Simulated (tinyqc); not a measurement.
Single-domain magnet: Stoner-Wohlfarth switching, Neel-Arrhenius retention, LLG dynamics and spin torque: one step, computed by the program tinyqc. Command: `OMP_NUM_THREADS=1 python tinyqc.py 3019347 3019348 out.jsonl macro walk`. One thread of a shared host (Intel(R) Xeon(R) Processor @ 2.30GHz), about 0.01 s of CPU time with the checks.

The moment is uniform, with unit vector m; z is the easy axis. mu_0 = 1.25663706212e-6 T m/A, gamma = 1.76085963023e11 rad/(s T).

Task: One LLG step. In the time s = gamma mu_0 H_K t: (1 + alpha^2) dm/ds = -m x b - alpha m x (m x b) + a [m x (m x z) - alpha m x z], b = m_z z, a = alpha I/I_c0; Heun steps (Euler predictor, mean of the two slopes) without renormalising; start m = (sin theta_0, 0, cos theta_0), theta_0 = 1/sqrt(2 Delta).

Inputs (values chosen for the exercise, for a model magnet):
```
quantity                        value  unit
temperature T                     358     K
damping alpha                   0.033     -
drive I/I_c0                      3.7     -
time step times gamma mu_0 H_K   0.15     -
```

Shape: thin disc, easy axis normal to it.

stability factor Delta = 29.73960

Give: m at the start; first slope; predictor; second slope; m after the step.

Result:

m at the start: 0.1293  0.0000  0.9916

first slope: 0.0114  0.1286  -0.0015

predictor: 0.1310  0.0193  0.9914

second slope: -0.0076  0.1320  -0.0016

m after the step: 0.1296  0.0195  0.9914

Caution: a flat cylinder has a smaller N_z than the spheroid of the same t/d, so K_eff of a real disc is larger.
